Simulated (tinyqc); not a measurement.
Inside a calculation. Method: RHF in the 3-21g basis, for H-, spin multiplicity 1. The basis has no diffuse functions, so it cannot describe the extra electron: this is an exercise in the method, not the real anion. One step of it, computed by the program tinyqc.

Task: Iteration 2: DIIS coefficients. Solve [B -1; -1 0][c; lambda] = [0; -1] for the coefficients, which sum to one.

B (overlaps of the stored error matrices):
```
               1              2
1  5.7904455e-01  6.4985257e-02
2  6.4985257e-02  7.2931930e-03
```

Give: DIIS coefficients.

Result:

DIIS coefficients: -0.126  1.126
